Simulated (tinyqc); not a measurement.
Gap against bias: four-band model of biased bilayer graphene near K.

Basis A1, B1, A2, B2, with B1 below A2; p = kx + i ky, v_j = (sqrt3/2) a g_j. Diagonal -U/2, -U/2, U/2, U/2; <A1|B1> = <A2|B2> = v0 p*, <B1|A2> = g1, <A1|B2> = v3 p, <A1|A2> = <B1|B2> = -v4 p*.

Inputs chosen for the exercise (near those used for Bernal bilayer graphene; not measured data): a = 2.46 angstrom (lattice constant); g0 = 2.83 eV (hopping in a layer); g1 = 0.402 eV (hopping of the dimer sites); g3 = 0 eV (skew hopping A1-B2); g4 = 0 eV (skew hopping A1-A2).

Closed form for g3 = g4 = 0: gap U g1/sqrt(U^2 + g1^2), ring radius as (U/2 v0) sqrt((2 g1^2 + U^2)/(g1^2 + U^2)). Last column: lowest band 3 less highest band 2 of the full matrix on a polar grid, |k| = 0 to 0.08 in steps of 0.001 1/angstrom, angles 0, 15, 30, 45, 60 degrees.

Gap:
```
U (eV)  gap (eV)  kg (1/angstrom)  gap/U  gap on the grid (eV)
0.02      0.0200           0.0023  0.999                0.0200
0.05      0.0496           0.0058  0.992                0.0496
0.10      0.0970           0.0116  0.970                0.0971
0.15      0.1405           0.0170  0.937                0.1405
0.30      0.2404           0.0319  0.801                0.2404
0.40      0.2835           0.0407  0.709                0.2836
0.60      0.3340           0.0569  0.557                0.3340
```

Give the missing row, U (eV) = 0.20.

Computed row:
```
U (eV)  gap (eV)  kg (1/angstrom)  gap/U  gap on the grid (eV)
0.20      0.1791           0.0223  0.895                0.1791
```

The gap follows U while U << g1 (ratio 0.992 at 0.05 eV) and bends towards g1 = 0.402 eV, reaching 0.334 eV at 0.6. Grid and formula agree within 0.02 meV. U is the screened difference, smaller than the applied field times the layer distance.

Computed by tinyqc, a small Python program: `OMP_NUM_THREADS=1 python tinyqc.py 1450086 1450087 out.jsonl` (the numbers bound the seed that draws the inputs); one thread of a shared host (Intel(R) Xeon(R) Processor @ 2.30GHz), about 0.03 s for the whole set of steps.
